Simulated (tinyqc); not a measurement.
Schottky diode by the thermionic emission-diffusion theory: one step of the calculation.

Metal on an n-type semiconductor with one parabolic valley; V > 0 is forward bias (metal positive). The band bends as a parabola over the depletion layer, by Vd = Vbi - V; no image force. Carriers drift and diffuse up to the interface and leave it with the velocity vR.

Problem. Diffusion velocity. LD = sqrt(eps0 eps_r Vt/(q Nd)), a = sqrt((Vbi - V)/Vt), D(a) = exp(-a^2) int_0^a exp(s^2) ds (Dawson), vD = mun Vt/(sqrt(2) LD D(a)). For large a, vD tends to mun times the surface field sqrt(2 q Nd (Vbi - V)/(eps0 eps_r)).

Values chosen for this exercise; band and dielectric values close to those of In0.53Ga0.47As:
- T = 200 K (temperature)
- eps_r = 13.8 (relative permittivity)
- mun = 11000 cm^2/(V s) (electron mobility)
- Nd = 1.3e15 cm^-3 (donor density)
- V = 0.053 V (bias)

Constants: q = 1.602176634e-19 C, kB = 1.380649e-23 J/K, Vt = kB T/q, eps0 = 8.8541878128e-14 F/cm where lengths are in cm. Results are converted to the units shown.

Vbi = 0.30311241 V

Give: LD; a; D(a); vD; mun times the surface field.

Solution.

LD = 100.6 nm
a = 3.809
D(a) = 0.1364
vD = 9.778e7 cm/s
mun times the surface field = 1.016e8 cm/s

tinyqc, about 0.01 s, one thread, Intel Xeon 2.30GHz (shared host): `OMP_NUM_THREADS=1 python tinyqc.py 2640124 2640125 out.jsonl`
